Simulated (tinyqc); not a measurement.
Comparisons within one model: three-level Kane dispersion of a narrow-gap semiconductor. A value that a table varies takes the place of the one given here.

Zero of energy at Gamma8, c = hbar^2/2m0, P^2 = Ep c. The free-electron term and remote bands are left out, so the heavy holes are flat at E = 0 and the other three bands obey E (E - Eg)(E + Dso) = P^2 k^2 (E + 2 Dso/3). The conduction band is the highest root; its edge is Ec = max(Eg, 0).

Degenerate electrons at T = 0: kF = (3 pi^2 n)^(1/3), 1 cm^-3 = 1e-24 angstrom^-3; EF is the highest root at kF. The momentum (cyclotron, optical) mass is m(E) = hbar^2 k/(dE/dk) = c d(k^2)/dE with d(k^2)/dE = k^2 [1/E + 1/(E - Eg) + 1/(E + Dso) - 1/(E + 2 Dso/3)]; the density of states is k d(k^2)/dE/(2 pi^2).

Edge mass m0* = Eg (Eg + Dso)/(Ep (Eg + 2 Dso/3)).
Constants: hbar^2/2m0 = 3.80998211 eV angstrom^2.

Inputs chosen for the exercise (a narrow-gap II-VI alloy; not measured data):
```
symbol  value    unit        meaning
Eg      0.115    eV          E(Gamma6) - E(Gamma8)
Dso     0.97     eV          spin-orbit splitting
Ep      18.7     eV          Kane energy
k       0.011    1/angstrom  wave vector
n       2.2e+16  cm^-3       electron density
```

## Filling the band

n from 1e15 to 1e19 cm^-3. The last column is the local power d ln(EF - Ec)/d ln n = kF^2/(1.5 (EF - Ec) d(k^2)/dE).

Results:
```
n (cm^-3)  kF (1/angstrom)  EF - Ec (meV)  parabolic (meV)   m(EF)  m(EF)/m0*  power
1.0e+15            0.00309            4.0              4.2  0.0093       1.07  0.646
1.0e+16            0.00667           16.9             19.3  0.0112       1.28  0.594
3.0e+16            0.00961           31.9             40.2  0.0133       1.52  0.553
1.0e+17            0.01436           60.2             89.7  0.0173       1.97  0.504
3.0e+17            0.02071          102.3            186.5  0.0230       2.62  0.463
1.0e+18            0.03094          174.9            416.2  0.0324       3.70  0.429
3.0e+18            0.04462          276.4            865.8  0.0451       5.15  0.406
1.0e+19            0.06665          445.4           1932.0  0.0652       7.45  0.388
```

The power falls from 0.646 to 0.388: 2/3 marks a parabola, 1/3 a linear band. The parabola is within 10 % up to n = 1.0e+15 cm^-3. The mass has doubled by n = 3.0e+17 cm^-3 and ends at 7.4 times its edge value.

## Closing and inverting the gap

Eg is varied at fixed k, Dso and Ep. Edge mass: Eg (Eg + Dso)/(Ep (Eg + 2 Dso/3)) for Eg > 0, 3 |Eg|/(2 Ep) for Eg < 0. The Gamma6 weight of the conduction state is 1/(1 + P^2 k^2 [(2/3)/E^2 + (1/3)/(E + Dso)^2]).

Results:
```
Eg (eV)      m0*  highest root (eV)  middle (eV)  lowest (eV)  E - Ec (meV)  Gamma6 weight
-0.400   0.03209             0.0140      -0.4089      -0.9750          14.0          0.033
-0.200   0.01604             0.0258      -0.2220      -0.9737          25.8          0.104
-0.080   0.00642             0.0465      -0.1232      -0.9732          46.5          0.273
-0.020   0.00160             0.0677      -0.0846      -0.9730          67.7          0.443
0.020    0.00159             0.0880      -0.0651      -0.9729          68.0          0.573
0.080    0.00618             0.1276      -0.0449      -0.9727          47.6          0.738
0.200    0.01478             0.2276      -0.0252      -0.9725          27.6          0.899
0.400    0.02800             0.4159      -0.0138      -0.9721          15.9          0.966
```

The edge mass vanishes with |Eg| from both sides, yet the kinetic energy at this k stays finite, at most 68.0 meV in the table; at Eg = 0 the two-level form, without the split-off band, gives the linear value sqrt(2/3) P k = 75.8 meV. The Gamma6 weight of the conduction state goes smoothly from 0.03 to 0.97 and is 0.44 and 0.57 in the two rows next to Eg = 0: at finite k nothing jumps at the inversion.

## What each parameter does

Edge mass, EF - Ec and m(EF). Each row changes one parameter from the base and keeps the others.

Results:
```
case               m0* (m0)  EF - Ec (meV)  m(EF) (m0)
base                0.00876          26.78     0.01260
n = 4.4e+16 cm^-3   0.00876          39.25     0.01436
Eg = 0.0978 eV      0.00750          29.63     0.01180
Dso = 1.1155 eV     0.00881          26.62     0.01268
Ep = 15.895 eV      0.01031          23.30     0.01425
```

The largest shifts from the base row, up to three for each result and ties (the steps differ in size, so this ranks the rows, not the parameters). m0* (m0): Ep +0.00155, Eg -0.00126, Dso +0.00005; unchanged at the printed digits by n. EF - Ec (meV): n +12.47, Ep -3.47, Eg +2.85. m(EF) (m0): n +0.00176, Ep +0.00164, Eg -0.00081.

(tinyqc, `OMP_NUM_THREADS=1 python tinyqc.py 1081390 1081391 out.jsonl`, Intel(R) Xeon(R) Processor @ 2.30GHz, 1 thread, shared host, about 0.01 s.)
